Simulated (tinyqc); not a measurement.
Order of mass and momentum: stepped quantum well by finite differences.

Finite differences on points z_i at the centres of cells of width h: H_ii = (c/h^2)(1/m_(i-1/2) + 1/m_(i+1/2)) + V_i, H_(i,i+1) = -(c/h^2)/m_(i+1/2), where m_(i+1/2) is the mean of the masses at the two points (the end values are repeated outwards), psi = 0 on the points beyond both ends, c = hbar^2/2m0. The field adds e F (z - z0) with z0 the middle of the structure; 1 kV/cm = 1e-5 eV/angstrom.

Constants: hbar^2/2m0 = 3.80998211 eV angstrom^2.

Values chosen for the exercise (out of a larger set: near those of a GaAs well in AlGaAs; not measured data): layers = ((45, 0.34, 0.1019), (30, 0, 0.0689), (45, 0.184, 0.0867), (45, 0.34, 0.1019)) (each layer: thickness in angstrom, band edge in eV, mass in m0); F = 0 kV/cm (field along z); hf = 0.9375 angstrom (cell width of the fine grid).

Fine grid. Hermitian kinetic operators m^a p m^b p m^a with 2a + b = -1: H_ii = (c/h^2) m_i^(2a) (m_(i-1/2)^b + m_(i+1/2)^b) + V_i, H_(i,i+1) = -(c/h^2) m_i^a m_(i+1)^a m_(i+1/2)^b; BenDaniel-Duke is a = 0. The halved form has H_ii = 2c/(h^2 m_i) + V_i and H_(i,i+1) = -(c/2h^2)(1/m_i + 1/m_(i+1)). The shifts are measured against BenDaniel-Duke; the last column repeats E1 with cells of hf/4.

Levels (eV):
```
operator                            E1      E2  E1 - E1(BDD) (meV)  E1 at hf/4
BenDaniel-Duke                  0.1219  0.2813                 0.0      0.1219
(1/m) p^2 + p^2 (1/m), halved   0.1053  0.2682               -16.6     -0.1398
m^(-1/2) p^2 m^(-1/2)           0.1429  0.2883                21.1      0.1430
m^(-1/4) p m^(-1/2) p m^(-1/4)  0.1325  0.2845                10.6      0.1325
one mass, the smallest          0.1331  0.2987                11.2      0.1332
```

The three forms m^a p m^b p m^a span 21.1 meV in E1, 13 % of E2 - E1; they differ only at the mass steps (largest to smallest mass 1.48), where m^a psi is the continuous quantity. Dropping the mass step altogether moves E1 by +11.2 meV. Refining the grid moves the halved form by -245.1 meV, against at most 0.06 meV for the other three: at an abrupt step it has no limit as the grid is refined.

tinyqc: `OMP_NUM_THREADS=1 python tinyqc.py 1250133 1250134 out.jsonl`; about 0.02 s, one thread, shared Intel(R) Xeon(R) Processor @ 2.30GHz.
